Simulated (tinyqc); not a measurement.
## Surface Green function of a square-lattice strip three rows wide, Sancho-Rubio decimation: densities of states against energy

A semi-infinite lead of cells 0, 1, 2, ... with H0 inside a cell and H1 = <cell i|H|cell i + 1>. A cell is one column of three sites. z = E + i eta.

Start with e_s = e = H0, a = H1, b = H1^dagger. Each round: g = (z - e)^(-1); e_s <- e_s + a g b; e <- e + a g b + b g a; a <- a g a; b <- b g b (all with the old a, b). Round k joins cells 2^k apart. Stop when the largest entry of the matrices a and b is below 1e-12 eV; g_s = (z - e_s)^(-1), bulk (z - e)^(-1), density of states -Im Tr/pi. Here eta = 0.01 eV. Open modes are the crossings of E with the bands of H0 + H1 exp(ik) + H1^dagger exp(-ik) for 0 < k < pi.

H0 (eV):
```
       1      2      3
1   0.59  -0.85      0
2  -0.85   0.39  -0.85
3      0  -0.85  -0.46
```

H1 (eV):
```
    1   2   3
1  -1   0   0
2   0  -1   0
3   0   0  -1
```

Densities of states against energy:
```
E (eV)  open modes  rounds  surface (1/eV)  bulk (1/eV)
-3.43            0       6        0.002083     0.005433
-2.77            1      12          0.1797       0.2819
-2.11            1      13          0.2776       0.1910
-1.44            2      13          0.5115       0.4155
-0.78            2      13          0.5966       0.3444
-0.11            3      13          0.7692       0.6213
0.55             3      13          0.7584       0.6355
1.22             2      13          0.5783       0.3560
1.88             2      13          0.4609       0.4996
2.55             1      13          0.2733       0.1886
3.21             1      12          0.1708       0.2960
3.88             0       6        0.001858     0.004446
```

The bands of the infinite lead run over -3.12 to 0.878, -1.88 to 2.12, -0.474 to 3.53 eV. The rounds lie between 6 and 13, 6.0 on average outside the bands and 12.8 inside. The surface density of states is largest at E = -0.11 eV among the rows (0.769 1/eV, bulk 0.621).

Program tinyqc, `OMP_NUM_THREADS=1 python tinyqc.py 2680131 2680132 out.jsonl`; Intel Xeon 2.30GHz, shared host, one thread, about 0.1 s.
